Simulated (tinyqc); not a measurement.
Inside a calculation. Model: floating body of a partially depleted SOI transistor: body voltage and kink.

tinyqc, about 0.2 s, one thread, Intel Xeon 2.30GHz (shared host): `OMP_NUM_THREADS=1 python tinyqc.py 2182165 2182166 out.jsonl` Printed values are rounded.

Source at 0 V. Channel current Ic = 2 nf K Vt^2 [F(0) - F(Vd)](1 + la Vd), F(V) = ln^2(1 + exp((Vg - VT - nf V)/(2 nf Vt))), VT = VT0 - gb Vb. Saturation voltage Vs = 2 Vt sqrt(F(0)) + 3 Vt, excess Ve = (Vd - Vs + sqrt((Vd - Vs)^2 + 0.0004 V^2))/2, multiplication M1 = Ai Ve exp(-Bl/Ve). Each junction passes D(v) = J1 (exp(v/Vt) - 1) + J2 (exp(v/(2 Vt)) - 1). Bipolar current Ib = bb J1 (exp(Vb/Vt) - 1). The body settles where M1 (Ic + Ib) = D(Vb) + D(Vb - Vd) + Vb/Rb; drain current Id = (1 + M1)(Ic + Ib) - D(Vb - Vd).

Inputs (values chosen for the exercise); values of the order met in partially depleted silicon-on-insulator transistors: temperature T = 300 K; threshold at zero body voltage VT0 = 0.51 V; fall of the threshold per volt of body voltage gb = 0.34; slope factor nf = 1.34; gain factor per width K = 380 uA/(V^2 um); channel-length modulation factor la = 0.08 1/V; impact-ionisation prefactor Ai = 2.68 1/V; impact-ionisation voltage Bl = 8.1 V; diffusion saturation current of each junction J1 = 9.8e-12 uA/um; recombination saturation current of each junction J2 = 5.6e-9 uA/um; gain of the lateral bipolar transistor on the diffusion current bb = 3; resistance of a weak body tie to the source (1e9 stands for no tie, and the term is then dropped) Rb = 1e9 kohm um; gate voltage Vg = 0.9 V; drain voltage Vd = 1.4 V.

Constants: q = 1.602176634e-19 C, kB = 1.380649e-23 J/K, Vt = kB T/q. Results are converted to the units shown.

Range of the model: The multiplication law is an empirical form chosen for the exercise; self-heating and capacitive coupling to the body are left out, and the linear laws are rough once Vb passes about 0.7 V or M1 about 0.1.

## Starting value

Vb = 0.65 V.

Vb at the start = 0.65 V

## Iteration 1: new Vb

Current into the body I_in = M1 (Ic + Ib) - D(Vb - Vd), current out I_out = D(Vb) + Vb/Rb; f = ln(I_in/I_out), s = df/dVb by central differences over 1e-5 V, Vb(new) = Vb - f/s.

Ic = 58.8641 uA/um
Ve = 0.866582 V
M1 = 2.02564e-4
I_in = 0.0124186 uA/um
I_out = 0.815841 uA/um
f = -4.18503
s = -39.0626 1/V
Vb after iteration 1 = 0.542863 V

## Iteration 2: new Vb

As before.

Ic = 52.0560 uA/um
Ve = 0.893757 V
M1 = 2.77588e-4
I_in = 0.0144609 uA/um
I_out = 0.0131134 uA/um
f = 0.0978121
s = -40.0266 1/V
Vb after iteration 2 = 0.545307 V

## Course of the iteration

Stop when the step is below 1e-10 V, or after 40 iterations.

Course of the iteration:
```
iteration  Vb before the step (V)   step (V)
1                            0.65     -0.107
2                        0.542863    2.44e-3
3                        0.545307   -5.06e-7
4                        0.545307  -2.09e-14
```

Converged in 4 iterations.

## Drain current with floating and with grounded body

converged Vb = 0.545307 V

Id and VT at the converged Vb, Id at Vb = 0, their ratio, and the bipolar share Ib/(Ic + Ib).

VT = 0.324596 V
Id, floating = 52.2636 uA/um
Id, grounded = 24.0382 uA/um
ratio = 2.17419
bipolar share = 0.0814735 %

The body rises to 0.545 V and lowers the threshold by 185 mV.
